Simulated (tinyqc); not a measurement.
Orbital energy against energy difference: ionisation energy by orbital energies and by energy differences in the cc-pvdz basis, for H6, spin multiplicity 1. Computed by the program tinyqc with PySCF. The cation is unrestricted; errors are against CCSD(T) in this basis, not against experiment.

Geometry (angstrom):
```
atom       x       y       z
H     0.0000  0.0000  0.0000
H     0.0000  0.0000  0.7540
H     0.0000  0.0000  1.6990
H     0.0000  0.0000  2.4530
H     0.0000  0.0000  3.3990
H     0.0000  0.0000  4.1530
```

CCSD(T) difference in the same basis = 11.3632 eV

IP-EOM-CCSD = 11.4138 eV

First vertical ionisation energy (eV):
```
method     -e(HOMO)  E(cation) - E  error of -e(HOMO)  error of the difference
HF           11.599       10.66058              0.236                   -0.703
LDA           6.886       10.86437             -4.478                   -0.499
PBE           6.985       10.95391             -4.379                   -0.409
B3LYP         8.138       11.21739             -3.225                   -0.146
CAM-B3LYP     9.645       11.23000             -1.718                   -0.133
LC-wPBE      10.937       11.28755             -0.426                   -0.076
```

Estimate the missing row, method = PBE0.

Computed row:
```
method  -e(HOMO)  E(cation) - E  error of -e(HOMO)  error of the difference
PBE0       8.283       11.12646             -3.081                   -0.237
```

Koopmans errs by +0.24 eV and Delta-HF by -0.70 eV: relaxation, 0.94 eV, lowers the value and the missing correlation difference works against it. The PBE level is off by -4.4 eV through the wrong tail of its potential, though its energy difference is off by -0.41 eV; exact exchange deepens the level, and among the orbital energies HF comes closest; among the differences LC-wPBE does.
